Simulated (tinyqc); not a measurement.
# Changing the spin polarisation P1

Model: two coupled magnetic layers: synthetic antiferromagnet, spin flop, exchange bias and magnetoresistance. Computed by tinyqc, a small Python program. Command: `OMP_NUM_THREADS=1 python tinyqc.py 3022742 3022743 out.jsonl saf sweep`. One thread of a shared host (Intel(R) Xeon(R) Processor @ 2.30GHz), about 0.9 s of CPU time with the checks.

Moments lie in the plane at the angles p1, p2 from the field. Energy per area: E = J1 cos(p1 - p2) + J2 cos^2(p1 - p2) - B M_s (t1 cos p1 + t2 cos p2) + K (t1 sin^2 p1 + t2 sin^2 p2).

Inputs (values chosen for the exercise, for a model stack):
```
quantity                           value              unit
saturation magnetisation M_s        1420              kA/m
thickness t1                           3                nm
thickness t2                         2.7                nm
antiferromagnetic coupling J1       0.72            mJ/m^2
biquadratic coupling J2                0            mJ/m^2
in-plane anisotropy K               0.92            kJ/m^3
field over the saturation field     0.22                 -
spin polarisation P2                0.58                 -
resistance-area product, parallel    4.5  ohm micrometre^2
```

Field direction: along the easy axis.

Method:
- The parallel state is stable while the Hessian at p1 = p2 = 0 is positive: with c = J1 + 2 J2 and u = B M_s + 2K, (u t1 - c)(u t2 - c) > c^2, so B_sat M_s = c (1/t1 + 1/t2) - 2K. B_K = 2K/M_s.
- The lowest minimum of E over both angles (from five starts; of two mirror images the one with p1 >= 0, and for equal layers |p1| <= |p2|).
- Julliere: TMR = 2 P1 P2/(1 - P1 P2). Conductance G(theta) = G0 (1 + P1 P2 cos theta), so RA(theta) = RA_P (1 + P1 P2)/(1 + P1 P2 cos theta); theta = p2 for the layer next to the barrier.

One run for each value:
```
spin polarisation P1  TMR (%)  RA, antiparallel (ohm micrometre^2)
0.20                     26.2                                 5.68
0.31                     43.8                                 6.47
0.41                     62.4                                 7.31
0.52                     86.4                                 8.39
0.63                    115.2                                 9.68
0.74                    150.4                                11.27
0.84                    190.0                                13.05
0.95                    245.4                                15.54
```

What does the table show?

Over the rows, TMR (%) rises from 26.2 to 245 (exponent d ln y / d ln x 1.2 between the first rows and 2.1 between the last); RA, antiparallel (ohm micrometre^2) rises from 5.68 to 15.5 (exponent d ln y / d ln x 0.30 between the first rows and 1.4 between the last).

Extremes, crossings and ranges named in words are read from the listed rows.
